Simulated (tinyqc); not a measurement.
From results back to parameters: sp3s* tight binding. Three cases, with inputs chosen for the exercise.

Problem. For a crystal of one element and without spin-orbit coupling the levels at Gamma are Es -/+ |Vss| and Ep -/+ Vxx, and the upper valence level at X is Ep - Vxy. The levels below come from hidden parameters.

Case 1.

s levels at Gamma (eV): -12.6010  0.8730

p levels at Gamma (eV): -0.0130  3.2230

upper valence level at X = -3.2920 eV

Case 2.

s levels at Gamma (eV): -12.4420  4.0980

p levels at Gamma (eV): 0.0010  3.4190

upper valence level at X = -2.8290 eV

Case 3.

s levels at Gamma (eV): -12.5120  4.1640

p levels at Gamma (eV): -0.0210  3.4270

upper valence level at X = -2.8450 eV

Find: Es, |Vss|, Ep, Vxx, Vxy.

Solution. Means give the levels and half the splittings give the couplings; Vxy = Ep - E(X).

Case 1.

Es, |Vss|, Ep, Vxx, Vxy (eV): -5.864  6.737  1.605  1.618  4.897

Case 2.

Es, |Vss|, Ep, Vxx, Vxy (eV): -4.172  8.270  1.710  1.709  4.539

Case 3.

Es, |Vss|, Ep, Vxx, Vxy (eV): -4.174  8.338  1.703  1.724  4.548

Computed by tinyqc, one run a case: `OMP_NUM_THREADS=1 python tinyqc.py N N+1 out.jsonl` with N = 1451461, 1451543, 1451606; one thread of a shared Intel(R) Xeon(R) Processor @ 2.30GHz, about 0.2 s a run at most.
